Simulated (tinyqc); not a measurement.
Threshold-voltage variability of a planar MOSFET, analytic estimates: one step of the calculation.

Three independent sources add in quadrature: random dopants in the depleted layer, metal-gate grains of two orientations, and roughness of the two gate edges acting through the roll-off VT = VT(long) - Vr exp(-L/l). These are first-order estimates: no three-dimensional electrostatics, no percolation.

Problem. Total spread, mismatch and leakage. s = sqrt(s1^2 + s2^2 + s3^2). For a pair: s(dVT) = sqrt(2) s; current mismatch sqrt(2) sqrt((gI s)^2 + sb^2); input offset = current mismatch/gI. For a Gaussian VT the off current is log-normal with mean/median = exp(s^2/(2 (n Vt)^2)).

Inputs (values chosen for the exercise); material values close to those of silicon:

| symbol | value | unit | meaning |
|---|---|---|---|
| T | 325 | K | temperature |
| n | 1.19 |  | subthreshold factor |
| gI | 20 | 1/V | gm/I of a matched pair |
| sb | 0.8 | % | spread of the gain factor of one device |

Constants: q = 1.602176634e-19 C, kB = 1.380649e-23 J/K, Vt = kB T/q. Results are converted to the units shown.

s1 = 44.461573 mV
s2 = 28.180093 mV
s3 = 3.1351223 mV

Give: s; s(dVT); current mismatch; input offset; mean/median of Ioff.

Solution.

s = 52.733 mV
s(dVT) = 74.576 mV
current mismatch = 149.16 %
input offset = 74.578 mV
mean/median of Ioff = 3.4966

Computed by the program tinyqc: `OMP_NUM_THREADS=1 python tinyqc.py 2090006 2090007 out.jsonl`, one thread of a shared Intel Xeon 2.30GHz, about 0.01 s for the whole run.
